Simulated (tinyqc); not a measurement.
Inside a calculation. Method: empirical pseudopotential in a few plane waves. Computed by tinyqc, a small Python program that keeps every step. Settings: plane-wave index or count = 15. Command: `OMP_NUM_THREADS=1 python tinyqc.py 22637 22638 out.jsonl` (the two numbers bound the seeds that draw the settings). One thread of a shared host (Intel(R) Xeon(R) Processor @ 2.60GHz), about 0.2 s of CPU time with the checks.

## Bloch Hamiltonian at G

Parameters chosen for this model: fcc lattice, atoms at +/- a/8 (1,1,1); form factors in rydberg at |G|^2 in units of (2 pi/a)^2:
```
parameter                 value      unit
a                      5.850000  angstrom
VS(3)                 -0.247000        Ry
VS(8)                  0.031000        Ry
VS(11)                 0.060000        Ry
VA(3)                  0.061000        Ry
VA(4)                  0.061000        Ry
VA(11)                 0.019000        Ry
hbar^2/2m (2 pi/a)^2   4.395122        eV
```

k point G (2 pi / a): [0, 0, 0]

Basis: the 15 shortest G (labels in 2 pi/a), the same at every k. H(G,G') = c |k + G|^2 delta + VS(|G-G'|^2) cos((G-G').tau) + i VA sin((G-G').tau), tau = a/8 (1,1,1); 1 Ry = 13.605693 eV.

H(k) at G (eV), order +0+0+0, -1-1-1, -1-1+1, -1+1-1, -1+1+1, +1-1-1, +1-1+1, +1+1-1, +1+1+1, -2+0+0, +0-2+0, +0+0-2, +0+0+2, +0+2+0, +2+0+0:
```
[[0.000000, 2.376307+0.586861i, -2.376307+0.586861i, -2.376307+0.586861i, -2.376307-0.586861i, -2.376307+0.586861i, -2.376307-0.586861i, -2.376307-0.586861i, 2.376307-0.586861i, 0.000000+0.829947i, 0.000000+0.829947i, 0.000000+0.829947i, 0.000000-0.829947i, 0.000000-0.829947i, 0.000000-0.829947i],
 [2.376307-0.586861i, 13.185366, 0.000000-0.829947i, 0.000000-0.829947i, -0.421776, 0.000000-0.829947i, -0.421776, -0.421776, 0.000000, -2.376307-0.586861i, -2.376307-0.586861i, -2.376307-0.586861i, -0.577241+0.182793i, -0.577241+0.182793i, -0.577241+0.182793i],
 [-2.376307-0.586861i, 0.000000+0.829947i, 13.185366, 0.421776, 0.000000-0.829947i, 0.421776, 0.000000-0.829947i, 0.000000, -0.421776, -2.376307+0.586861i, -2.376307+0.586861i, 0.577241+0.182793i, 2.376307-0.586861i, -0.577241-0.182793i, -0.577241-0.182793i],
 [-2.376307-0.586861i, 0.000000+0.829947i, 0.421776, 13.185366, 0.000000-0.829947i, 0.421776, 0.000000, 0.000000-0.829947i, -0.421776, -2.376307+0.586861i, 0.577241+0.182793i, -2.376307+0.586861i, -0.577241-0.182793i, 2.376307-0.586861i, -0.577241-0.182793i],
 [-2.376307+0.586861i, -0.421776, 0.000000+0.829947i, 0.000000+0.829947i, 13.185366, 0.000000, 0.421776, 0.421776, 0.000000-0.829947i, 2.376307+0.586861i, -0.577241+0.182793i, -0.577241+0.182793i, -2.376307-0.586861i, -2.376307-0.586861i, 0.577241-0.182793i],
 [-2.376307-0.586861i, 0.000000+0.829947i, 0.421776, 0.421776, 0.000000, 13.185366, 0.000000-0.829947i, 0.000000-0.829947i, -0.421776, 0.577241+0.182793i, -2.376307+0.586861i, -2.376307+0.586861i, -0.577241-0.182793i, -0.577241-0.182793i, 2.376307-0.586861i],
 [-2.376307+0.586861i, -0.421776, 0.000000+0.829947i, 0.000000, 0.421776, 0.000000+0.829947i, 13.185366, 0.421776, 0.000000-0.829947i, -0.577241+0.182793i, 2.376307+0.586861i, -0.577241+0.182793i, -2.376307-0.586861i, 0.577241-0.182793i, -2.376307-0.586861i],
 [-2.376307+0.586861i, -0.421776, 0.000000, 0.000000+0.829947i, 0.421776, 0.000000+0.829947i, 0.421776, 13.185366, 0.000000-0.829947i, -0.577241+0.182793i, -0.577241+0.182793i, 2.376307+0.586861i, 0.577241-0.182793i, -2.376307-0.586861i, -2.376307-0.586861i],
 [2.376307+0.586861i, 0.000000, -0.421776, -0.421776, 0.000000+0.829947i, -0.421776, 0.000000+0.829947i, 0.000000+0.829947i, 13.185366, -0.577241-0.182793i, -0.577241-0.182793i, -0.577241-0.182793i, -2.376307+0.586861i, -2.376307+0.586861i, -2.376307+0.586861i],
 [0.000000-0.829947i, -2.376307+0.586861i, -2.376307-0.586861i, -2.376307-0.586861i, 2.376307-0.586861i, 0.577241-0.182793i, -0.577241-0.182793i, -0.577241-0.182793i, -0.577241+0.182793i, 17.580488, 0.421776, 0.421776, -0.421776, -0.421776, 0.000000],
 [0.000000-0.829947i, -2.376307+0.586861i, -2.376307-0.586861i, 0.577241-0.182793i, -0.577241-0.182793i, -2.376307-0.586861i, 2.376307-0.586861i, -0.577241-0.182793i, -0.577241+0.182793i, 0.421776, 17.580488, 0.421776, -0.421776, 0.000000, -0.421776],
 [0.000000-0.829947i, -2.376307+0.586861i, 0.577241-0.182793i, -2.376307-0.586861i, -0.577241-0.182793i, -2.376307-0.586861i, -0.577241-0.182793i, 2.376307-0.586861i, -0.577241+0.182793i, 0.421776, 0.421776, 17.580488, 0.000000, -0.421776, -0.421776],
 [0.000000+0.829947i, -0.577241-0.182793i, 2.376307+0.586861i, -0.577241+0.182793i, -2.376307+0.586861i, -0.577241+0.182793i, -2.376307+0.586861i, 0.577241+0.182793i, -2.376307-0.586861i, -0.421776, -0.421776, 0.000000, 17.580488, 0.421776, 0.421776],
 [0.000000+0.829947i, -0.577241-0.182793i, -0.577241+0.182793i, 2.376307+0.586861i, -2.376307+0.586861i, -0.577241+0.182793i, 0.577241+0.182793i, -2.376307+0.586861i, -2.376307-0.586861i, -0.421776, 0.000000, -0.421776, 0.421776, 17.580488, 0.421776],
 [0.000000+0.829947i, -0.577241-0.182793i, -0.577241+0.182793i, -0.577241+0.182793i, 0.577241+0.182793i, 2.376307+0.586861i, -2.376307+0.586861i, -2.376307+0.586861i, -2.376307-0.586861i, 0.000000, -0.421776, -0.421776, 0.421776, 0.421776, 17.580488]]
```

## Levels at G

Diagonalise the Hermitian matrix.

eigenvalues (eV): [-3.659691, 8.488769, 8.488769, 8.488769, 10.351476, 13.062679, 13.062679, 13.062679, 16.736935, 16.736935, 17.859330, 21.556219, 21.556219, 21.556219, 23.617870]

## Bands along a path

The same steps at evenly spaced points between the labelled ones.

Bands along the path (eV), lowest eight:
```
k            band 1    band 2    band 3    band 4     band 5     band 6     band 7     band 8
L         -1.992320  3.180197  7.969589  7.969589  11.118053  13.885606  13.885606  17.913868
L-G 0.25  -2.517250  3.910140  7.936772  7.936772  11.114228  13.794201  13.794201  17.379166
L-G 0.50  -3.102770  5.344904  8.102856  8.102856  11.330111  13.747494  13.747494  15.137137
L-G 0.75  -3.514615  7.142496  8.356342  8.356342  11.249068  13.345494  13.345494  13.383174
G         -3.659691  8.488769  8.488769  8.488769  10.351476  13.062679  13.062679  13.062679
G-X 0.25  -3.465889  7.090690  8.107568  8.107568  11.817543  12.549445  13.818654  13.818654
G-X 0.50  -2.910898  5.282917  7.459395  7.459395  11.673315  12.801756  15.575693  15.575693
G-X 0.75  -2.105635  3.774174  7.041433  7.041433  11.139503  12.055487  17.816879  17.816879
X         -1.388699  2.954151  7.030672  7.030672  10.951040  11.850231  20.391021  20.391021
```

With 4 band(s) filled, the highest filled level on these points lies at G and the lowest empty one at G: a gap of 1.8627 eV, direct. This holds for the small fixed basis; with all plane waves up to |k + G|^2 = 21 (2 pi/a)^2 the gap along the path is 2.18 eV.

## Convergence with the number of plane waves

Levels at G counted from the fourth one.

Levels (eV):
```
plane waves     level 1   level 5   level 8
9            -14.925142  1.659895  1.966294
15           -12.148460  1.862707  4.573910
27           -11.256938  2.135643  4.680676
51           -11.104390  2.138658  4.860336
59           -11.123908  2.172855  4.656531
65           -11.126735  2.170731  4.622058
89           -11.107206  2.168714  4.639293
```
